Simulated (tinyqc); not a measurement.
A clean chain and dephasing by Buettiker voltage probes: one step of the calculation.

Sites 1 to 5 form a chain with hopping -t. Lead L joins site 1 and lead R site 5, both semi-infinite chains with hopping -t and site energy 0. Every site carries a probe with self-energy -i Gamma_p/2 that draws no net current. Linear response at zero temperature: mu_L = 1, mu_R = 0 in units of the bias.

Problem. Green function. Sigma = t^2 g(E), g(x) = (x - i sqrt(4 t^2 - x^2))/(2 t^2) for |x| < 2 t and (x - sign(x) sqrt(x^2 - 4 t^2))/(2 t^2) otherwise; Gamma = -2 Im Sigma; G = (E - H - Sigma_L - Sigma_R + i Gamma_p/2)^(-1).

Inputs (values chosen for the exercise):
```
symbol            value  unit                      meaning
t                     1    eV  hopping (matrix element -t)
U       [0, 0, 0, 0, 0]    eV         site energies 1 to N
E                 -0.37    eV                 Fermi energy
gp                 0.81    eV     probe broadening Gamma_p
```

Find: Sigma; Gamma; G.

Solution.

Sigma = -0.1850-0.9827i eV
Gamma = 1.965 eV

G (1/eV):
```
                 1                2               3                4
1  -0.0009-0.4574i   0.3651-0.0833i  0.1023+0.2786i  -0.2144+0.1450i
2   0.3651-0.0833i  -0.0481-0.5221i  0.4056-0.0904i   0.1615+0.3244i
3   0.1023+0.2786i   0.4056-0.0904i  0.0112-0.4764i   0.4056-0.0904i
4  -0.2144+0.1450i   0.1615+0.3244i  0.4056-0.0904i  -0.0481-0.5221i
5  -0.1229-0.1381i  -0.2144+0.1450i  0.1023+0.2786i   0.3651-0.0833i

                 5
1  -0.1229-0.1381i
2  -0.2144+0.1450i
3   0.1023+0.2786i
4   0.3651-0.0833i
5  -0.0009-0.4574i
```

tinyqc, about 0.01 s, one thread, Intel Xeon 2.30GHz (shared host): `OMP_NUM_THREADS=1 python tinyqc.py 2700032 2700033 out.jsonl`
